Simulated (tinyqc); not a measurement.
Rapid thermal processing of a wafer: radiative balance, ramp and cooling, pattern effects, pyrometer error and spike budget: one step, computed by the program tinyqc. Command: `OMP_NUM_THREADS=1 python tinyqc.py 3111031 3111032 out.jsonl rtp walk`. One thread of a shared host (Intel(R) Xeon(R) Processor @ 2.30GHz), about 0.07 s of CPU time with the checks.

The wafer is opaque and uniform through its thickness unless said otherwise; temperatures in formulas are in kelvin (C + 273.15). sigma = 5.670374419e-12 W/(cm^2 K^4).

Problem. Pyrometer error. Signal proportional to eps/(exp(c2/(lambda T)) - 1), c2 = h c/k_B. If the assumed emissivity is too high by the given error, the reading T' solves (1 + error)/(exp(c2/(lambda T')) - 1) = 1/(exp(c2/(lambda T)) - 1). Wien estimate: T' - T = -lambda T^2 ln(1 + error)/c2. Process rates go as exp(-E_a/(k_B T)).

Inputs (values chosen for the exercise, modelled on a hot silicon wafer):

| quantity | value | unit |
|---|---|---|
| process temperature | 1040 | C |
| starting temperature | 400 | C |
| pyrometer wavelength | 4.5 | micrometre |
| error of the assumed emissivity | 3.4 | % |
| activation energy of the process E_a | 2.7 | eV |

Constants: h = 6.62607015e-34 J s; c = 299792458 m/s; k_B = 1.380649e-23 J/K; k_B = 8.617333262e-05 eV/K.

Give: c2; c2/(lambda T); reading less true temperature; Wien estimate; rate at T over rate at T', less 1.

Solution.

c2 = 14388 micrometre K

c2/(lambda T) = 2.4348

reading less true temperature = -16.272 K

Wien estimate = -18.032 K

rate at T over rate at T', less 1 = 34.902 %

Caution: below about 600 C lightly doped silicon is partly transparent at this wavelength, so its emissivity is not yet the hot value early in the ramp.
